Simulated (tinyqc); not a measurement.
# Phonon transmission through an interface between two chains by Green functions, step by step

A worked calculation. Computed by tinyqc, a small Python program that keeps every step. Command: `OMP_NUM_THREADS=1 python tinyqc.py 3005901 3005902 out.jsonl agf walk`. One thread of a shared host (Intel(R) Xeon(R) Processor @ 2.30GHz), about 0.01 s of CPU time with the checks. Intermediate numbers are printed to about 6 digits and carried at full precision; extremes and crossings named in words are read from the listed rows.

Two semi-infinite chains (masses m_1, m_2; springs k_1, k_2), motion along the chain. The central region holds the end atom of each chain and three interlayer atoms of mass m_b, joined by springs k_b. lambda = omega^2 in eV/(angstrom^2 u); nu = 15.6333042 THz x sqrt(lambda).

Inputs (values chosen for the exercise, for two model chains):
```
quantity                          value           unit
mass m_1                           55.6              u
spring k_1                         3.93  eV/angstrom^2
mass m_2                            111              u
spring k_2                         1.63  eV/angstrom^2
junction spring k_b                1.01  eV/angstrom^2
interlayer mass m_b                 145              u
probe frequency / lower band top   0.18              -
temperature T                       500              K
```

Atoms in the interlayer: three.

Constants: nu for 1 eV/(angstrom^2 u) = 15.6333042 THz; h x 1 THz = 4.135667696 meV; k_B = 8.617333262e-05 eV/K; k_B = 1.380649e-23 J/K; h = 6.62607015e-34 J s.

## Band tops and impedances

nu_max = 15.6333042 THz x 2 sqrt(k/m); impedance Z = sqrt(k m); long-wave transmission 4 Z_1 Z_2/(Z_1 + Z_2)^2; the probe frequency is the given share of the lower band top.

band top of chain 1 = 8.31265 THz

band top of chain 2 = 3.78890 THz

Z_1 = 14.7820 sqrt(eV u)/angstrom

Z_2 = 13.4510 sqrt(eV u)/angstrom

long-wave transmission = 0.997778

probe frequency = 0.682002 THz

## Self-energies and the matrix at the probe frequency

In chain i, sin(q_i a/2) = nu/nu_max,i. An outgoing wave makes the next atom move as exp(i q_i a) times the end atom, so the lead adds the self-energy Sigma_i = -k_i exp(i q_i a) to the force-constant matrix; Gamma_i = -2 Im Sigma_i = 2 k_i sin(q_i a). A = lambda M - K - Sigma over the central atoms, with K_ii the sum of the springs at i, K_(i,i+1) = -k_b; G = inverse of A; transmission = Gamma_1 Gamma_2 |G_(first,last)|^2.

q_1 a = 0.164272 rad

q_2 a = 0.361973 rad

Gamma_1 = 1.28538 eV/angstrom^2

Gamma_2 = 1.15443 eV/angstrom^2

A (complex symmetric) (eV/angstrom^2):
```
                   end of 1   layer 1   layer 2   layer 3
end of 1  -0.95709+0.64269i   1.01000   0.00000   0.00000
layer 1             1.01000  -1.74405   1.01000   0.00000
layer 2             0.00000   1.01000  -1.74405   1.01000
layer 3             0.00000   0.00000   1.01000  -1.74405
end of 2            0.00000   0.00000   0.00000   1.01000

                   end of 2
end of 1            0.00000
layer 1             0.00000
layer 2             0.00000
layer 3             1.01000
end of 2  -0.90438+0.57722i
```

## Transmission at the probe frequency

The formulas are those given above.

G_(first,last) = 0.739437+0.341396i angstrom^2/eV

transmission = 0.984288

It is below the long-wave value 0.998.

## Thermal conductance

Landauer conductance G = k_B int tau(nu) x^2 e^x/(e^x - 1)^2 d nu, x = h nu/(k_B T), from 0 to the lower band top (240 Gauss-Legendre points in s from 0 to 1, nu = nu_top sin(pi s/2)); tau is the transmission, and its thermal mean is G over the value for tau = 1 in the same window; the quantum is g_0 = pi^2 k_B^2 T/(3 h).

conductance G = 31.2612 pW/K

thermal mean of the transmission = 0.599793

G/g_0 = 0.0660612

## Transmission spectrum against simple models

Long-wave value 4 Z_1 Z_2/(Z_1 + Z_2)^2. Continuum estimate, with omega = sqrt(lambda): a slab of impedance Z_b = sqrt(k_b m_b) and phase p = omega x (number of interlayer atoms) x sqrt(m_b/k_b), tau = 4 Z_1 Z_2/[(Z_1 + Z_2)^2 cos^2 p + (Z_b + Z_1 Z_2/Z_b)^2 sin^2 p].

Transmission:
```
nu/nu_top  nu (THz)  Green function  long-wave value  continuum estimate
0.05        0.18944        0.987472         0.997778            0.994011
0.15        0.56833        0.974047         0.997778            0.978372
0.25        0.94722        0.985881         0.997778            0.983656
0.35        1.32611        0.893574         0.997778            0.997596
0.45        1.70500        0.977715         0.997778            0.987410
0.55        2.08389        0.645609         0.997778            0.977111
0.65        2.46278        0.487314         0.997778            0.990649
0.75        2.84167        0.003930         0.997778            0.996473
0.85        3.22056        0.000176         0.997778            0.980835
0.92        3.48579        0.000027         0.997778            0.977506
0.98        3.71312        0.000004         0.997778            0.985173
```

The transmission starts at the impedance value 0.998 and vanishes at the lower band top, 3.79 THz, above which chain 2 has no states. It first falls below half of that value at nu/nu_top = 0.65. The continuum estimate is within 0.05 up to nu/nu_top = 0.25; it leaves out dispersion, and it puts the faces of the slab half a spring from its outer atoms.

## Conductance against temperature

The formulas are those given above.

Conductance:
```
T (K)  G (pW/K)  mean transmission      G/g_0  G for transmission 1 (pW/K)
1      0.943300           0.996692   0.996692                     0.946431
5       4.66665           0.986157   0.986157                      4.73216
20      17.3365           0.919122   0.915887                      18.8620
50      27.3609           0.708457   0.578190                      38.6204
100     30.2012           0.629948   0.319106                      47.9423
200     31.0221           0.606619   0.163890                      51.1393
400     31.2354           0.600531  0.0825083                      52.0130
800     31.2892           0.598992  0.0413253                      52.2364
```

At 1 K G/g_0 = 0.997; as T goes to 0 it tends to the long-wave transmission, where only the impedances count. Towards high T all modes count more and more alike; at 800 K G is 31.3 pW/K and the mean transmission is 0.599, which is well below the low-T value.

Checks made by the program: low-frequency limit against the impedance formula (relative difference 5e-08); unitarity: Gamma_1 |G_11|^2 + Gamma_2 |G_1N|^2 = -2 Im G_11 (relative difference below 1e-10); conductance against a 1500-point midpoint sum (relative difference below 1e-10).
